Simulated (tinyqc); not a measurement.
Worked calculation: electromigration in a confined line: Blech product, Korhonen stress evolution and Black's law. Computed by tinyqc, a small Python program that keeps every step. Command: `OMP_NUM_THREADS=1 python tinyqc.py 3011426 3011427 out.jsonl emigr walk`. One thread of a shared host (Intel(R) Xeon(R) Processor @ 2.30GHz), about 0.01 s of CPU time with the checks. Intermediate numbers are printed to about 6 digits and carried at full precision; extremes and crossings named in words are read from the listed rows.

The electron wind pushes atoms from the cathode (x = 0) to the anode (x = L); blocking ends build a back stress (tension positive). The input rho is taken not to change with temperature. d sigma/dt = d/dx [kappa (d sigma/dx + G)], with zero flux at both ends and sigma = sigma_0 at t = 0.

Inputs (values chosen for the exercise, close to those used for ruthenium lines):
```
quantity                              value          unit
resistivity rho                        14.6  micro-ohm cm
atomic volume Omega                    13.6    angstrom^3
effective charge number Z*              1.9             -
prefactor D0                        1.5e-06         m^2/s
activation energy E                    1.39            eV
effective modulus B                      65           GPa
critical stress sigma_c                 520           MPa
initial stress sigma_0                  180           MPa
current density j                      0.63       MA/cm^2
line length L                           100            um
test temperature T                      260             C
time as a fraction of L^2/kappa, s    0.043             -
use temperature T_u                     105             C
use current density j_u                 0.4       MA/cm^2
current exponent n                        1             -
```

Start: thermal stress.

Constants: e = 1.602176634e-19 C; k_B = 8.617333262e-05 eV/K; k_B = 1.380649e-23 J/K.

## Driving force and diffusivities

G = Z* e rho j/Omega; D = D0 exp(-E/(k_B T)); kappa = D B Omega/(k_B T); drift velocity of an unconfined line v = D Z* e rho j/(k_B T). SI: 1 micro-ohm cm = 1e-8 ohm m, 1 MA/cm^2 = 1e10 A/m^2. Temperatures in kelvin are T(C) + 273.15.

stress gradient G = 20.5882 MPa/um

diffusivity D = 1.08806e-19 m^2/s

kappa = 1.30669e-17 m^2/s

drift velocity = 0.0148998 nm/h

## Steady state and Blech product

At steady state sigma(x) = sigma_0 + G (L/2 - x). A void forms only if the cathode stress reaches sigma_c, that is if j L exceeds (j L)_c = 2 Omega (sigma_c - sigma_0)/(Z* e rho). Time scale tau = L^2/kappa.

steady cathode stress = 1209.41 MPa

j L = 6300 A/cm

critical product (j L)_c = 2080.80 A/cm

tau = 212581 h

j L is 3.03 times the critical product: the line can fail. Caution: a steady stress above sigma_c is formal, since a void forms first.

## Series terms at the cathode

sigma(x, t) = sigma_0 + G L [1/2 - x/L - 4 sum_(m odd) cos(m pi x/L) exp(-m^2 pi^2 s)/(m pi)^2], s = t/tau, summed to m = 399. The terms at x = 0 are 4 exp(-m^2 pi^2 s)/(m pi)^2; tau = L^2/kappa.

terms for m = 1, 3, 5, 7: 0.265124  9.87902e-04  3.99974e-07  7.69660e-12

cathode stress at time s = 661.533 MPa

time t = 9141.00 h

Caution: the stress exceeds sigma_c: a void would already have formed and relaxed it, so the value is formal.

## Stress along the line

Steady state: sigma_0 + G L (1/2 - x/L). Take x/L = 0, 0.1, 0.2, 0.3, 0.4, 0.6, 0.8 and 1.

Stress (MPa):
```
x/L  at time s  steady state
0.0    661.533       1209.41
0.1    483.206       1003.53
0.2    356.680        797.65
0.3    272.860        591.76
0.4    218.852        385.88
0.6    141.148        -25.88
0.8      3.320       -437.65
1.0   -301.533       -849.41
```

Caution: stresses above sigma_c are formal, since a void forms first.

## Finite line against the semi-infinite law

Semi-infinite line: sigma(0, t) = sigma_0 + 2 G L sqrt(s/pi). One-term form: keep m = 1 alone.

Cathode stress (MPa):
```
s            t (h)  full series  semi-infinite  one term
0.002  4.25163e+02       283.89         283.89    391.31
0.005  1.06291e+03       344.27         344.27    415.18
0.01   2.12581e+03       412.31         412.31    453.42
0.02   4.25163e+03       508.54         508.54    524.47
0.05   1.06291e+04       698.91         699.47    700.01
0.1    2.12581e+04       898.41         914.64    898.42
0.2    4.25163e+04      1093.50        1218.94   1093.50
0.4    8.50326e+04      1193.31        1649.28   1193.31
0.8    1.70065e+05      1209.10        2257.87   1209.10
```

Among these rows the semi-infinite law holds to 1 % up to s = 0.05 and the one-term form from s = 0.05 on: the far end is felt once sqrt(kappa t) is no longer small against L, and by then the terms with m > 1 have nearly died out. The critical stress 520 MPa is passed between s = 0.02 and 0.05. Caution: rows beyond sigma_c are formal, since a void ends the model there.

## Time to nucleate a void

Solve sigma(0, t) = sigma_c for s; the semi-infinite estimate is t = (pi/kappa) ((sigma_c - sigma_0)/(2 G))^2.

nucleation time = 4553.41 h

semi-infinite estimate = 4553.40 h

The two agree: the void nucleates before the far end is felt, so the time scales as 1/j^2 and not with L.

## Extrapolation by Black's law

Median life t50 = A j^(-n) exp(E/(k_B T)); acceleration factor = t50(use)/t50(test) = (j/j_u)^n exp[(E/k_B)(1/T_u - 1/T)].

current factor = 1.575

temperature factor = 243068

acceleration factor = 382832

At the use current j_u L exceeds the critical product.

Checks made by the program: series against a 200-cell finite-volume solution (on the scale of G L) (relative difference 5e-08).
